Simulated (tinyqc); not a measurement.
Strength of the attraction: Bethe-Salpeter matrix of a two-band square lattice (Tamm-Dancoff form).

One valence and one conduction band, lattice period 1, mesh k = 2 pi j/N along each axis (first index slowest). Pair energies D(k) = Eg + 2 t sum(1 - cos k), t = tc + tv. Screened attraction W(R) = U at R = 0 and V/|R| otherwise, R over the N x N cells with the nearest image; W(q) = sum_R W(R) cos(q R). H(k, k') = D(k) delta - W(k - k')/Nk + 2 J/Nk for singlets (J = 0 for triplets), Nk the number of k points. With a constant transition dipole the strength of a state is f = (sum_k A_k)^2/Nk, and the f sum to 1.

Inputs chosen for the exercise:
```
symbol  value                            unit  meaning
Eg      4.7                              eV    quasiparticle gap
tc      0.14                             eV    conduction hopping
tv      0.14                             eV    valence hopping
U       1.27                             eV    attraction in the same cell
V       0                                eV    attraction at one cell distance
fs      (0.2, 0.4, 0.7, 1, 1.4, 2, 2.6)        scale factors of U and V
```

Triplets, N = 24; U and V scaled together, as weaker screening would do. f is the weight at R = 0.

Results:
```
scale    U/t  binding (eV)      f  Eg - second level (eV)
0.20    0.91        0.0009  0.007                 -0.0159
0.40    1.81        0.0092  0.105                 -0.0064
0.70    3.17        0.1420  0.567                 -0.0019
1.0     4.54        0.4065  0.787                 -0.0014
1.4     6.35        0.8383  0.895                 -0.0012
2.0     9.07        1.5449  0.950                 -0.0011
2.6    11.79        2.2776  0.971                 -0.0010
```

On a mesh 1.5 times finer the binding changes by more than 5 % at scale 0.2 and 0.4, so there it is set by the mesh. The binding grows with exponent 2.95 between scales 0.7 and 1 and 1.48 over the last two rows (for a weak contact attraction 2 in a chain and larger in a plane, where it binds exponentially weakly, 1 for a pair held in one cell). f rises from 0.007 to 0.971. On this mesh no second level lies below the gap. 

Program tinyqc; command `OMP_NUM_THREADS=1 python tinyqc.py 1252414 1252415 out.jsonl`; about 0.8 s on one thread of a shared Intel(R) Xeon(R) Processor @ 2.30GHz.
